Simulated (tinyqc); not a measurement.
Inversion-layer mobility, back-scattering and ballistic limit of a field-effect transistor: one step, computed by the program tinyqc.

The charge at the top of the source barrier is fixed by the gate; series resistance and short-channel effects are left out. F_j are Fermi integrals normalised to exp(eta) in the classical limit.

Task: Ballistic limit. F_j(eta) = (1/Gamma(j + 1)) int_0^infinity x^j/(1 + exp(x - eta)) dx, F_0 = ln(1 + exp(eta)). Integrals over x = E/(k_B T) use 160 Gauss-Legendre points in u = sqrt(x) from 0 to sqrt(max(eta, 0) + 32). Ballistic channel: N_2D = g_v m k_B T/(pi hbar^2), U = e V_D/(k_B T); eta_F solves N_inv = (N_2D/2)[F_0(eta_F) + F_0(eta_F - U)]; v_T = sqrt(2 k_B T/(pi m)); I/W = e (N_2D/2) v_T [F_1/2(eta_F) - F_1/2(eta_F - U)]; injection velocity v_T F_1/2(eta_F)/F_0(eta_F).

Inputs (values chosen for the exercise, modelled on a 4H-SiC n-channel):
```
quantity               value  unit
transport mass m        0.31   m_0
valley degeneracy g_v      3     -
drain voltage V_D       0.98     V
temperature T             77     K
```

Statistics at the top of the barrier: Fermi-Dirac.

inversion density N_inv = 7.259878e+12 1/cm^2

Constants: m_0 = 9.1093837015e-31 kg; k_B = 1.380649e-23 J/K; hbar = 1.054571817e-34 J s; k_B = 8.617333262e-05 eV/K; e = 1.602176634e-19 C.

Give: N_2D; eta_F; thermal velocity v_T; injection velocity; ballistic current I/W.

Result:

N_2D = 2.578e+12 1/cm^2

eta_F = 5.629

thermal velocity v_T = 0.4896 1e7 cm/s

injection velocity = 0.9084 1e7 cm/s

ballistic current I/W = 1057 microampere/micrometre

Degeneracy raises the injection velocity by a factor 1.86.
